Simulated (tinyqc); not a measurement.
From highest frequency, long ring back to spring ratio k'/k at the defect: vibrations of a mass or spring defect in a linear chain. Computed by tinyqc, a small Python program. Command: `OMP_NUM_THREADS=1 python tinyqc.py 3005122 3005123 out.jsonl localmode inv`. One thread of a shared host (Intel(R) Xeon(R) Processor @ 2.30GHz), about 0.05 s of CPU time with the checks.

A ring of N atoms with nearest-neighbour springs k and motion along the chain. Atom 1 is the defect, of mass M', and its two springs are k'. All other atoms have the mass M.

Inputs (values chosen for the exercise, for a model chain): spring constant k = 12.2 eV/angstrom^2; host mass M = 117 u; defect mass M' = 36 u.

Host: monatomic.

Constants: nu for 1 eV/(angstrom^2 u) = 15.6333042 THz.

Method:
- Host band: lambda from 0 to 4k/M.
- nu = 15.6333042 THz x sqrt(lambda), lambda in eV/(angstrom^2 u).
- D_ii = (sum of the two springs at i)/M_i, D_ij = -k_ij/sqrt(M_i M_j) for neighbours, closed into a ring.
- The same matrix for 120 atoms; amplitudes are the mass-weighted eigenvector, in size, relative to the defect, for the highest mode; its weight is the squared component of the normalised eigenvector on the defect.

Problem. A run gave the result below. Find the spring ratio k'/k at the defect, known to lie between 0.84 and 2.2.

highest frequency, long ring = 14.74373 THz

Solution.

Each step takes the trial c = (a f_b - b f_a)/(f_b - f_a), f being the result less the target and a, b, c the logarithms of the listed values; c replaces end b, the old b replaces a if the sign of f changed, and otherwise f_a is halved.

Scan of the range:
```
spring ratio k'/k at the defect,"highest frequency, long ring (THz)"
0.840,12.8676
0.986,13.8967
1.160,15.0370
1.360,16.2526
1.600,17.6030
1.870,19.0094
2.200,20.5995
```

False position (Illinois rule, in the logarithm of the input) inside the bracket:
```
step,end a,end b,trial,"highest frequency, long ring (THz)"
1,0.98600,1.16000,1.11251,14.7342
2,1.16000,1.11251,1.11398,14.7436
3,1.16000,1.11398,1.11402,14.7438
4,1.11398,1.11402,1.11400,14.7437
```

Highest frequency, long ring rises at every point of a 13-point scan of the range (every second point is shown), so one value fits; it is bracketed by 0.986 and 1.16. Answer: spring ratio k'/k at the defect = 1.114.
